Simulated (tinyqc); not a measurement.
Electroplating on a thin resistive seed layer: kinetics, Wagner number and the terminal effect across a wafer: one step, computed by the program tinyqc. Command: `OMP_NUM_THREADS=1 python tinyqc.py 3121367 3121368 out.jsonl terminal walk`. One thread of a shared host (Intel(R) Xeon(R) Processor @ 2.30GHz), about 0.02 s of CPU time with the checks.

Current enters the seed at the rim. The bath is treated as a local resistance per area (no lateral flow in the liquid), two electrons per ion, molar volume 7.11 cm^3/mol, Faraday constant F = e N_A, kinematic viscosity 0.01 cm^2/s, omega = 2 pi x rpm/60; k_B T/e is in volts.

Task: Linear estimate of the terminal effect. Linearised: with R_t = kinetic + bath resistance the current density obeys (1/r)(r i')' = i R_s/R_t, so i = A I_0(r/l), l = sqrt(R_t/R_s); with x = R/l, edge/centre = I_0(x) and edge/mean = x I_0(x)/(2 I_1(x)). Voltage drop in the seed for a uniform current: i R_s R^2/4.

Inputs (values chosen for the exercise, of the order of those for copper plating on a thin cobalt or ruthenium seed): wafer radius R = 10 cm; mean current density = 18 mA/cm^2; temperature T = 298 K.

kinetic resistance = 1.852789 ohm cm^2

bath resistance R_b = 14 ohm cm^2

sheet resistance R_s = 0.8636364 ohm/square

Give: length l; x = R/l; edge over centre, linear; edge over mean, linear; drop for uniform current.

Result:

length l = 4.2844 cm

x = R/l = 2.3341

edge over centre, linear = 2.9022

edge over mean, linear = 1.5651

drop for uniform current = 388.64 mV
